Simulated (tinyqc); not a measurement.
Inside a calculation. Method: CIS on RHF in the sto-6g basis, for H3-, spin multiplicity 1. The basis has no diffuse functions, so it cannot describe the extra electron: this is an exercise in the method, not the real anion. One step of it, computed by the program tinyqc.

Task: Integrals over molecular orbitals. (pq|rs) = sum C_ip C_jq C_kr C_ls (ij|kl), one index at a time.

coefficients C:
```
,MO1,MO2,MO3
1H 1s,0.537165,0.000000,1.085279
2H 1s,0.404933,0.734557,-0.720498
3H 1s,0.404933,-0.734557,-0.720498
```

core Hamiltonian H = T + V (hartree):
```
,1H 1s,2H 1s,3H 1s
1H 1s,-1.375827,-0.682047,-0.682047
2H 1s,-0.682047,-1.153479,-0.132814
3H 1s,-0.682047,-0.132814,-1.153479
```

Two-electron integrals (ij|kl) in chemists' order, unique and non-zero (hartree):
```
i,j,k,l,(ij|kl)
1,1,1,1,0.774999
2,1,1,1,0.245840
2,1,2,1,0.105249
2,2,1,1,0.431983
2,2,2,1,0.245840
2,2,2,2,0.774999
3,1,1,1,0.245840
3,1,2,1,0.073053
3,1,2,2,0.127406
3,1,3,1,0.105249
3,2,1,1,0.041175
3,2,2,1,0.015080
3,2,2,2,0.031530
3,2,3,1,0.015080
3,2,3,2,0.002572
3,3,1,1,0.431983
3,3,2,1,0.127406
3,3,2,2,0.229807
3,3,3,1,0.245840
3,3,3,2,0.031530
3,3,3,3,0.774999
```

Give: one-electron integrals over orbitals h = C^T H C; Two-electron integrals over orbitals.

Result:

one-electron integrals over orbitals h = C^T H C (hartree):
```
,1,2,3
1,-1.4122,0.0000,-0.1230
2,0.0000,-1.1015,0.0000
3,-0.1230,0.0000,-0.8227
```

Two-electron integrals over orbitals (pq|rs), unique and non-zero (hartree):
```
p,q,r,s,(pq|rs)
1,1,1,1,0.5212
2,1,2,1,0.1621
2,2,1,1,0.4596
2,2,2,2,0.5146
3,1,1,1,0.0773
3,1,2,2,-0.0495
3,1,3,1,0.1412
3,2,2,1,-0.1447
3,2,3,2,0.1465
3,3,1,1,0.5441
3,3,2,2,0.4777
3,3,3,1,0.0922
3,3,3,3,0.5955
```
